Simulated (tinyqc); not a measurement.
Rutherford backscattering from a thin compound film on silicon: kinematics, yields, composition and thickness: one step, computed by the program tinyqc.

Singly charged helium ions (Z1 = 2, M1 = 4.0026 u) enter at the tilt angle a1 to the normal and leave at a2 = |180 - theta - tilt| in the same plane. The film is A B_x.

Question. Yields. Rutherford cross section in the laboratory frame: sigma = (Z1 Z e^2/(4 pi eps_0 4E))^2 (4/sin^4 theta) (r + cos theta)^2/r, r = sqrt(1 - (M1 sin theta/M)^2), times the screening factor 1 - 0.049 Z1 Z^(4/3)/E (E in keV); 1 angstrom^2 = 1e8 barn. Counts = (charge/e) x solid angle x sigma(E_mean) x areal density of the element/cos a1, E_mean = E0 - half the energy lost on the way in; 1 barn = 1e-24 cm^2. The ratio of areas returns x = (Y_B/Y_A)(sigma_A/sigma_B), with the counting error sqrt(1/Y_A + 1/Y_B).

Inputs (values chosen for the exercise, modelled on a helium beam on SiGe):

| quantity | value | unit |
|---|---|---|
| beam energy E0 | 2 | MeV |
| scattering angle theta | 160 | degrees |
| tilt of the sample | 7 | degrees |
| heavy element: Z_A | 32 | - |
| heavy element: mass M_A | 72.6 | u |
| light element: Z_B | 14 | - |
| light element: mass M_B | 28.09 | u |
| atoms of B per atom of A, x | 3.37 | - |
| collected charge | 19 | microcoulomb |
| detector solid angle | 4.5 | msr |

energy lost on the way in = 7.470040 keV

areal density N d = 139.2 1e15 atoms/cm^2

Constants: e^2/(4 pi eps_0) = 14.39964548 eV angstrom; e = 1.602176634e-19 C.

Give: cross sections; counts; ratio of areas Y_B/Y_A; counting error of x without background.

Answer.

cross sections (barn/sr): A 1.4010, B 0.2604

counts: A 23994, B 15027

ratio of areas Y_B/Y_A = 0.62626

counting error of x without background = 1.0403 %

The cross sections differ by 5.4, near (Z_A/Z_B)^2 = 5.2. The silicon signal of the film runs into that of the substrate and appears as a step, not a peak. Caution: the silicon signal of the film merges with that of the substrate, so only the width of A can be read directly. Caution: film and substrate silicon overlap, so Y_B must be separated by a fit.
